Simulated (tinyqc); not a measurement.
Grain-boundary trapping model (Seto) of a polycrystalline semiconductor film: one step, computed by the program tinyqc.

Grains of equal size L are joined by thin boundaries with one trap level. Trapped carriers deplete a width W on each side and raise a barrier, crossed by thermionic emission. Dopants are fully ionised, statistics are non-degenerate and mu_g does not depend on T.

Problem. Barrier. N_c(T) = N_c (T/300 K)^(3/2). Filled traps Q = Q_t/(1 + (1/2) exp((E_t* - E_F)/k_B T)), where E_t* = e V_B - E_t and E_F are counted from the band edge at the grain centre. Partial depletion: Q = 2 N W, V_B = e N W^2/(2 eps eps_0), E_F = k_B T ln(N/N_c); solve for W. If that W would exceed L/2 the grain is fully depleted: W = L/2, Q = N L, and E_F follows from the trap equation. Centre density n_0 = N_c exp(E_F/k_B T).

Inputs (values chosen for the exercise, modelled on polycrystalline ZnO):

| quantity | value | unit |
|---|---|---|
| permittivity eps | 8.3 | - |
| effective density of states at 300 K, N_c | 3.5e+18 | 1/cm^3 |
| grain size L | 70 | nm |
| trap density Q_t | 6.6e+11 | 1/cm^2 |
| trap level E_t below the band edge | 0.31 | eV |
| doping N | 2.3e+16 | 1/cm^3 |
| temperature T | 300 | K |

Grain interior: resistance included.

Constants: k_B = 8.617333262e-05 eV/K; e = 1.602176634e-19 C; eps_0 = 8.8541878128e-12 F/m.

Give: depletion width W; barrier V_B; E_F; centre density n_0.

Solution.

depletion width W = 35 nm

barrier V_B = 0.03071 V

E_F = -0.3265 eV

centre density n_0 = 1.148e+13 1/cm^3

The grain is fully depleted, and n_0 is 4.99e-4 of N.
